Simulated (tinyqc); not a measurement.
Where a level does most harm: Shockley-Read-Hall recombination through one deep level.

One level at Et with degeneracy 1: tn = 1/(sn vth Nt), tp = 1/(sp_ vth Nt), n1 = Nc exp((Et - Eg)/kT), p1 = Nv exp(-Et/kT), ni^2 = n1 p1. Equilibrium n0 = Nm, p0 = ni^2/Nm; n = n0 + dn, p = p0 + dn. U = (n p - ni^2)/(tp (n + n1) + tn (p + p1)), lifetime dn/U; emission rates en = sn vth n1, ep = sp_ vth p1.

Constants: kB = 8.617333262e-05 eV/K.

Inputs chosen for the exercise (gap and densities of states near those of SiC at this temperature; the results hold for these values, not for the real material): Eg = 3.198 eV (gap); Nc = 3.36e+19 1/cm^3 (conduction-band density of states); Nv = 6.07e+19 1/cm^3 (valence-band density of states); T = 450 K; Nt = 2.4e+15 1/cm^3 (defects); sn = 3.6e-15 cm^2 (electron capture cross-section); sp_ = 6.9e-16 cm^2 (hole capture cross-section); vth = 13000000 cm/s (thermal velocity, both carriers); Nm = 2.4e+16 1/cm^3 (equilibrium electrons for the lifetime steps).

Et takes the values listed; G = Nt en ep/(en + ep) in a depleted region; the lifetime is for dn = 1e11 1/cm^3.

Results:
```
Et (eV)  lifetime (microsecond)  G (1/(cm^3 s))
0.192                     0.206        8.15e-07
0.448                    0.0467        0.000600
0.704                    0.0465           0.442
0.959                    0.0465             317
1.215                    0.0465        2.33e+05
1.471                    0.0465        1.71e+08
1.727                    0.0465        5.95e+07
1.983                    0.0465        8.08e+04
2.239                    0.0465             110
2.494                    0.0465           0.153
2.750                    0.0471        0.000208
3.006                     0.507        2.82e-07
```

What can be read from this table?

Generation peaks where en = ep, at Eg/2 + (kT/2) ln(sp_ Nv/(sn Nc)) = 1.578 eV; the largest value listed is at 1.471 eV, and G falls by a decade for each 0.089 eV away from the peak. The lifetime is within a factor 2 of its minimum, 0.0465 microsecond, from 0.448 to 2.750 eV: recombination tolerates a wide range of Et, generation a narrow one.

Computed by tinyqc, a small Python program: `OMP_NUM_THREADS=1 python tinyqc.py 1651975 1651976 out.jsonl` (the numbers bound the seed that draws the inputs); one thread of a shared host (Intel(R) Xeon(R) Processor @ 2.30GHz), about 0.01 s for the whole set of steps.
